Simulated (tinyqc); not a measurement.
Comparisons within one model: three-band (Emery) model of a CuO2 plane downfolded to one band. A value that a table varies takes the place of the one given here.

Electron picture, d at 0 and the oxygen p orbitals at -D; sx = sin(kx a/2), sy = sin(ky a/2). H = [[0, 2 tpd sx, -2 tpd sy], [., -D, -4 tpp sx sy], [., ., -D]], real and symmetric. The top (antibonding) band crosses the Fermi level.

One-band form E = e0 - 2t (cos kx + cos ky) - 4t' cos kx cos ky - 2t'' (cos 2kx + cos 2ky) - 4t''' (cos 2kx cos ky + cos kx cos 2ky), k in 1/a. Each hopping is minus the mean of E cos(m kx) cos(n ky) over a 12 x 12 mesh, k = (j + 1/2) 2 pi/12.

Values chosen for the exercise (out of a larger set: of the size used for cuprate planes; not measured data):

| symbol | value | unit | meaning |
|---|---|---|---|
| D | 3.8 | eV | ed - ep |
| tpd | 1.09 | eV | d-p hopping |
| tpp | 0.43 | eV | p-p hopping |

## Ways to reach one band

e0, t, t', t'', t''' (eV): 1.10492  0.27633  -0.01432  0.01375  -0.00051

k in pi/a. Second order: 4 tpd^2 (sx^2 + sy^2)/D. Downfolded at a fixed energy: h(E0) = V (E0 - H_pp)^-1 V^T at E0 = the exact level at (1/2,1/2), then linearised, E = E0 + Z (h(E0) - E0), Z = 1/(1 + |(E0 - H_pp)^-1 V^T|^2). Fourier: all four hoppings.

Top band (eV):

| k | exact | second order | linearised | Fourier |
|---|---|---|---|---|
| (0,0) | 0.0000 | 0.0000 | 0.0000 | 0.0060 |
| (1/2,0) | 0.5467 | 0.6253 | 0.5391 | 0.5502 |
| (1,0) | 0.9918 | 1.2506 | 0.9908 | 0.9927 |
| (1,1/2) | 1.6616 | 1.8759 | 1.6419 | 1.6596 |
| (1,1) | 2.2137 | 2.5013 | 2.0906 | 2.2085 |
| (3/4,3/4) | 1.9118 | 2.1350 | 1.8584 | 1.9151 |
| (1/2,1/2) | 1.1593 | 1.2506 | 1.1593 | 1.1599 |
| (1/4,1/4) | 0.3565 | 0.3663 | 0.3467 | 0.3520 |

How do the results move?

The band is 2.214 eV wide; second order gives 2.501, a factor 1.13, since 2 tpd/D = 0.57 is not small. It also leaves out tpp, which widens the exact band and so lowers this factor. Linearising about the Fermi region is exact at (1/2,1/2), off by 0.9 meV at (1,0) and 123 meV at worst, far from E0. The four Fourier hoppings err by at most 6 meV, at (0,0).

## What sets t'/t

tpp is varied; points are in units of pi/a. E(1,0) is the saddle point; the filling is the share of a 40 x 40 mesh, k = (j + 1/2) 2 pi/40, below the saddle energy, times two.

One-band values:

| tpp (eV) | t (eV) | t' (eV) | t'' (eV) | t'/t | E(1,0) - E(1/2,1/2) (eV) | electrons at the saddle |
|---|---|---|---|---|---|---|
| 0.05 | 0.2172 | 0.0129 | 0.0088 | 0.059 | -0.0174 | 0.950 |
| 0.20 | 0.2384 | 0.0032 | 0.0108 | 0.013 | -0.0727 | 0.950 |
| 0.35 | 0.2624 | -0.0079 | 0.0127 | -0.030 | -0.1331 | 0.895 |
| 0.50 | 0.2893 | -0.0203 | 0.0146 | -0.070 | -0.1990 | 0.855 |
| 0.65 | 0.3195 | -0.0344 | 0.0165 | -0.108 | -0.2712 | 0.825 |
| 0.80 | 0.3533 | -0.0503 | 0.0183 | -0.142 | -0.3500 | 0.790 |

How do the results move?

t'/t goes from 0.059 to -0.142. With tpp = 0 the band depends on sx^2 + sy^2 alone and the line through the saddle is a nested square, whatever t' says: terms in (cos kx + cos ky)^2 bring t' and t'' in the ratio two to one, higher powers alter it (first row: 0.0129 and 0.0088 eV), so t' - 2t'', which goes from -0.0048 to -0.0869 eV, measures the rounding. Oxygen hopping lowers the saddle against (1/2,1/2), by 0.350 eV in the last row, so the van Hove filling moves from 0.95 to 0.79 electrons (mesh values, coarse by a few hundredths; the nested square holds exactly 1) and the half-filled Fermi line closes around (1,1).

## What each parameter does

Top band at (1,1), (1,0) and (1/2,1/2) in pi/a, and its d weight at (1/2,1/2). Each row changes one parameter from the base and keeps the others.

Results:

| case | E(1,1) (eV) | E(1,0) (eV) | E(1/2,1/2) (eV) | d weight |
|---|---|---|---|---|
| base | 2.2137 | 0.9918 | 1.1593 | 0.7795 |
| D = 4.18 eV | 2.0893 | 0.9300 | 1.0801 | 0.8029 |
| tpd = 0.981 eV | 1.9232 | 0.8312 | 0.9816 | 0.7998 |
| tpp = 0.473 eV | 2.2732 | 0.9918 | 1.1785 | 0.7738 |

What does this show?

The largest shifts from the base row, up to three for each result and ties (the steps differ in size, so this ranks the rows, not the parameters). E(1,1) (eV): tpd -0.2905, D -0.1244, tpp +0.0595. E(1,0) (eV): tpd -0.1606, D -0.0618; unchanged at the printed digits by tpp. E(1/2,1/2) (eV): tpd -0.1777, D -0.0792, tpp +0.0192. d weight: D +0.0234, tpd +0.0203, tpp -0.0057. At (1,0) sy = 0, so tpp does not enter.

Run: tinyqc, `OMP_NUM_THREADS=1 python tinyqc.py 1452439 1452440 out.jsonl`; Intel(R) Xeon(R) Processor @ 2.30GHz, one thread, shared host; about 0.06 s of CPU time with all checks.
